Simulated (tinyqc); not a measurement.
Straight dislocations in isotropic elasticity: fields, energies, partials, Peierls stress and walls: one step, computed by the program tinyqc. Command: `OMP_NUM_THREADS=1 python tinyqc.py 3010403 3010404 out.jsonl disloc walk`. One thread of a shared host (Intel(R) Xeon(R) Processor @ 2.30GHz), about 0.01 s of CPU time with the checks.

The line runs along z, the glide plane is y = 0, and beta is the angle between b and the line (0 screw, 90 degrees edge): b_e = b sin(beta) along +x with the extra half plane at y > 0, b_s = b cos(beta). Stress is positive in tension.

Task: Strength from dislocations. Frank-Read source, averaged over the loop: tau = G b/(2 pi l) [(1 - nu/2)/(1 - nu)] ln(l/r0). Taylor hardening: tau = 0.3 G b sqrt(rho).

Inputs (values chosen for the exercise, for a model fcc or diamond crystal):
```
quantity                   value      unit
shear modulus G             68.7       GPa
Poisson ratio nu           0.203         -
Burgers vector b           3.774  angstrom
dislocation density rho  7.9e+13     1/m^2
core radius r0/b               2         -
source length l             1200        nm
```

Give: Frank-Read stress; Taylor stress.

Result:

Frank-Read stress = 28.576 MPa

Taylor stress = 69.134 MPa

Caution: the source is longer than the mean dislocation spacing 1/sqrt(rho), so the forest would pin it into shorter segments and its stress is only formal.
